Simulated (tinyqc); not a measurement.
Impurity fraction: valence-band anticrossing with a localised impurity level.

Host valence band EM(k) = al x - c k^2/mM, c = hbar^2/2m0, coupled to a flat level EI by V = C sqrt(x): H = [[EM, V], [V, EI]], E+/- = (EM + EI)/2 +/- sqrt((EM - EI)^2/4 + V^2). The host weight of a state at E is f = 1/(1 + V^2/(E - EI)^2), and its mass at k = 0 is mM/f. The gap is Eg - E+(0), the conduction edge staying at Eg.

Constants: hbar^2/2m0 = 3.80998211 eV angstrom^2.

Inputs chosen for the exercise (host near GaAs; the results hold for these values, not for the real material):
```
symbol  value   unit  meaning
Eg      1.5     eV    gap at Gamma to the s-like level
mM      0.43    m0    mass of the host band
EI      -0.423  eV    impurity level, from the valence top of the host
C       1.46    eV    coupling
al      0.19    eV    linear shift of the host edge
```

The last column is the bowing that a quadratic law would need at that x, (Eg - gap)/(x (1 - x)), with equal end gaps.

Results:
```
x (%),E- (eV),E+ (eV),gap (eV),host weight of E+,mass of E+,bowing (eV)
0.1,-0.4280,0.0052,1.4948,0.989,0.4350,5.2
0.2,-0.4328,0.0102,1.4898,0.978,0.4398,5.1
0.5,-0.4468,0.0248,1.4752,0.950,0.4529,5.0
1.0,-0.4683,0.0472,1.4528,0.912,0.4715,4.8
2.0,-0.5065,0.0873,1.4127,0.859,0.5004,4.5
3.0,-0.5402,0.1229,1.3771,0.823,0.5223,4.2
5.0,-0.5983,0.1848,1.3152,0.776,0.5540,3.9
8.0,-0.6714,0.2636,1.2364,0.734,0.5856,3.6
```

The apparent bowing falls from 5.2 to 3.6 eV, so no single constant describes the gap: the part from the coupling goes as x while V is small against |EM - EI| and as sqrt(x) beyond (V = |EI| near x = 8.39 %), with the linear term al x on top; the fall of the gap goes as the power 0.98 of x between the first two rows and 0.75 between the last two. The mass of E+ goes from 0.4350 to 0.5856, higher although the gap falls; with al = 0 the weight tends to 1/2 at large x.

(tinyqc, `OMP_NUM_THREADS=1 python tinyqc.py 1080945 1080946 out.jsonl`, Intel(R) Xeon(R) Processor @ 2.30GHz, 1 thread, shared host, about 0.01 s.)
